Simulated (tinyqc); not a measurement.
Six-transistor SRAM cell, nodal equations and margins: two steps of the calculation.

Two cross-coupled inverters (pull-down bn, pull-up bp) hold the nodes Q and QB; access transistors (ba, threshold VTn, gate on the word line at Vdd when selected) join them to the bit lines. Transistor (EKV form, voltages against the body): I = 2 n b Vt^2 [F(vp - Vs) - F(vp - Vd)] from drain to source, F(v) = ln^2(1 + exp(v/(2 Vt))), vp = (Vg - VT + sg |Vd - Vs|)/n. n-channel bodies are at 0; for the p-channel device all voltages are counted down from Vdd. b in uA/V^2 gives I in uA. For an access transistor the bit line is the drain and the node the source. In a read both bit lines are at Vdd. The cell is symmetric (no mismatch).

Values chosen for this exercise:
```
symbol  value    unit                                  meaning
T         400       K                              temperature
Vdd       0.6       V                           supply voltage
n        1.21                                     slope factor
sg      0.028                   drain-induced barrier lowering
VTn      0.27       V                      n-channel threshold
VTp      0.35       V          p-channel threshold (magnitude)
bn        600  uA/V^2  gain factor of the pull-down transistor
ba        600  uA/V^2     gain factor of the access transistor
bp        320  uA/V^2    gain factor of the pull-up transistor
```

Constants: q = 1.602176634e-19 C, kB = 1.380649e-23 J/K, Vt = kB T/q. Results are converted to the units shown.

Question 1. Node voltages in a read by Newton steps. F1 = In(gate QB, drain Q) - Ip(gate QB, drain Q) - Ia(bit line, Q), F2 the same with Q and QB exchanged; J by central differences with +/- 1e-6 V; solve J d = -F, limit each component to +/- 0.15 V and add.

(Q, QB) after iteration 1 (V): Q 0.07406681, QB 0.59986578

Give: F1, F2; J; (Q, QB) after iteration 2.

Answer 1.

F1, F2 (uA): [-4.147, 0.014]

J (uS):

|  | Q | QB |
|---|---|---|
| F1 | 293.5 | 46.3 |
| F2 | 0.5 | 52.9 |

(Q, QB) after iteration 2 (V): Q 0.0883, QB 0.5995

Question 2. Read current and disturbance. Iread = Ia(bit line at Vdd, source Q); cell ratio bn/ba; time to pull a bit line of 20 fF down by 0.1 V at that current.

(Q, QB) (V): Q 0.088853460, QB 0.59938902

Find: Iread; cell ratio; time.

Answer 2.

Iread = 14.465 uA
cell ratio = 1.0000
time = 138.27 ps

Computed by the program tinyqc: `OMP_NUM_THREADS=1 python tinyqc.py 2340101 2340102 out.jsonl`, one thread of a shared Intel Xeon 2.30GHz, about 0.2 s for the whole run.
